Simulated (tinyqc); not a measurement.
# Undoped gate-all-around wire MOSFET, analytic charge model: effect of the wire radius

An undoped round wire of radius R under an insulator shell and a surrounding gate; long channel, electrons only, n = ni exp((psi - V)/Vt) with V the quasi-Fermi potential (0 at the source, Vd at the drain), constant mobility, no quantisation. The radial Poisson equation gives n(r) = n(0)/(1 - (1 - b) r^2/R^2)^2 with b = Q0/(Q + Q0). Q is the electron charge per area of the wire surface.

ni = sqrt(Nc Nv) exp(-Eg/(2 Vt)), Eg in volts; Cox = eps0 eox/(R ln(1 + tox/R)); Q0 = 4 eps0 eps_r Vt/R; V0 = dphi + Vt ln[8 eps0 eps_r Vt/(q ni R^2)]. Q solves Vg - V0 - V = Q/Cox + Vt ln(Q/Q0) + Vt ln(1 + Q/Q0). I = mu (2 pi R/L)[2 Vt (Qs - Qd) + (Qs^2 - Qd^2)/(2 Cox) + Vt Q0 ln((Qd + Q0)/(Qs + Q0))], with Qs at V = 0 and Qd at V = Vd.  I(low) is taken at Vg = 0.45 V, Qs and I(high) at Vg = 1.2 V.

Values chosen for this exercise; material values close to those of silicon: temperature T = 273 K; band gap Eg = 1.12 eV; relative permittivity of the semiconductor eps_r = 11.9; conduction-band density of states at T Nc = 2.42e19 cm^-3; valence-band density of states at T Nv = 2.26e19 cm^-3; relative permittivity of the gate insulator eox = 3.71; insulator thickness tox = 1.9 nm; gate work function less that of the intrinsic body dphi = 0.19 V; channel mobility mu = 170 cm^2/(V s); gate length L = 0.5 um; drain voltage Vd = 0.1 V.

Constants: q = 1.602176634e-19 C, kB = 1.380649e-23 J/K, Vt = kB T/q, eps0 = 8.8541878128e-14 F/cm where lengths are in cm. Results are converted to the units shown.

Result of one run:
```
R (nm),V0 (V),I(low) (nA),Qs(high) (nC/cm^2),I(high) (uA)
2.8,0.74076,2.1071e-4,921.02,0.48971
```

What becomes of these results when the wire radius R is changed from 2.8 to 11 nm, all else the same?

Result of the changed run:
```
R (nm),V0 (V),I(low) (nA),Qs(high) (nC/cm^2),I(high) (uA)
11,0.67638,0.0032518,785.67,1.6487
```

The whole series:
```
R (nm),V0 (V),I(low) (nA),Qs(high) (nC/cm^2),I(high) (uA)
2,0.75659,1.0751e-4,987.27,0.37426
2.8,0.74076,2.1071e-4,921.02,0.48971
3.9,0.72516,4.0879e-4,871.89,0.64670
5.5,0.70899,8.1300e-4,833.97,0.87346
7.7,0.69316,0.0015934,806.68,1.1840
11,0.67638,0.0032518,785.67,1.6487
15,0.66178,0.0060464,772.35,2.2112
```

As R goes from 2 to 15 nm, I(low) rises from 1.08e-4 to 0.00605 nA and I(high) rises from 0.374 to 2.21 uA. On average I(low) goes as R^(2.00) and I(high) goes as R^(0.88). Below threshold the charge is proportional to the cross-section of the body; above it the insulator sets the charge. In every row the surface density at the source at the higher gate voltage passes 0.3 Nc, where Boltzmann statistics fail. For R = 2 to 5.5 nm the body is thin enough for quantum confinement, left out here, to raise the threshold.

Computed by the program tinyqc: `OMP_NUM_THREADS=1 python tinyqc.py 2460160 2460161 out.jsonl`, one thread of a shared Intel Xeon 2.30GHz, about 0.03 s for the whole run.
